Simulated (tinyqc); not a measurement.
Trading HF for NH4F at fixed fluoride: speciation in dilute and buffered hydrofluoric acid, oxide etch rate and bath loading. Computed by tinyqc, a small Python program. Command: `OMP_NUM_THREADS=1 python tinyqc.py 3121266 3121267 out.jsonl hfetch walk`. One thread of a shared host (Intel(R) Xeon(R) Processor @ 2.30GHz), about 0.01 s of CPU time with the checks.

Concentrations stand for activities, NH4+ and Cl- are spectators, and water ionisation is neglected. H, F and HF2 denote the ions H+, F- and HF2-. The base temperature is 298 K.

Inputs (values chosen for the exercise, of the order of those for thermal oxide at room temperature):
```
quantity                            value            unit
HF added                            0.058           mol/L
NH4F added                          0.088           mol/L
K1 = [H][F]/[HF]                 0.000715           mol/L
K2 = [HF2]/([HF][F])                 3.58           L/mol
K3 = [H2F2]/[HF]^2                      0           L/mol
rate constant of neutral HF k_a        15  nm L/(min mol)
rate constant of HF2 k_b               62  nm L/(min mol)
```

Method:
- Fluoride balance: [HF] + [F] + 2 [HF2] + 2 [H2F2] = HF added + NH4F added. Acid balance: [H] + [HF] + [HF2] + 2 [H2F2] = HF added + HCl added. For a trial [H], [HF] = [H][F]/K1, and the fluoride balance is a quadratic in [F].
- Rate = k_a ([HF] + 2 [H2F2]) + k_b [HF2], an empirical two-term form.
- Total fluoride is held at HF + NH4F added, without HCl; x is the share added as HF.

Against x:
```
x         pH  [F] (mol/L)  [HF] (mol/L)  [HF2] (mol/L)  rate (nm/min)
0.05  4.5912      0.13634       0.00489       0.002386         0.2213
0.15  4.0307      0.11773       0.01534       0.006466         0.6310
0.30  3.5924      0.09169       0.03278       0.010761         1.1590
0.40  3.3656      0.07567       0.04561       0.012357         1.4503
0.50  3.1558      0.06078       0.05938       0.012920         1.6918
0.60  2.9490      0.04706       0.07401       0.012468         1.8831
0.75  2.6191      0.02887       0.09706       0.010032         2.0780
0.90  2.2269      0.01439       0.11932       0.006145         2.1709
1.00  1.9317      0.00798       0.13057       0.003728         2.1897
```

[HF2] is largest at x = 0.5 and the rate at x = 1 among these rows; HF2 needs both HF and F.

Extremes, crossings and ranges named in words are read from the listed rows.
